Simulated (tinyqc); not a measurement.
# Thermal resistances of a two-die stack

Question. Heat leaves through the lower die only, and the system is linear. Find the resistance R1 from the lower die to the coolant, R2 between the dies, and the rise of the upper die when both are powered.

Inputs (values chosen for the exercise):

| symbol | value | unit | meaning |
|---|---|---|---|
| P1 | 29 | W | power of the lower die |
| P2 | 9.8 | W | power of the upper die |

rises of the lower and upper die with only the lower one powered (K): 24.36  24.36
rises of the lower and upper die with only the upper one powered (K): 8.232  12.936000

Solution. With only the lower die powered no heat crosses R2, so both dies rise by P1 R1; the difference in the second test is P2 R2; rises add.

R1 = 0.8400 K/W
R2 = 0.4800 K/W
rise of the upper die = 37.30 K

Program tinyqc, `OMP_NUM_THREADS=1 python tinyqc.py 2162159 2162160 out.jsonl`; Intel Xeon 2.30GHz, shared host, one thread, about 0.03 s.
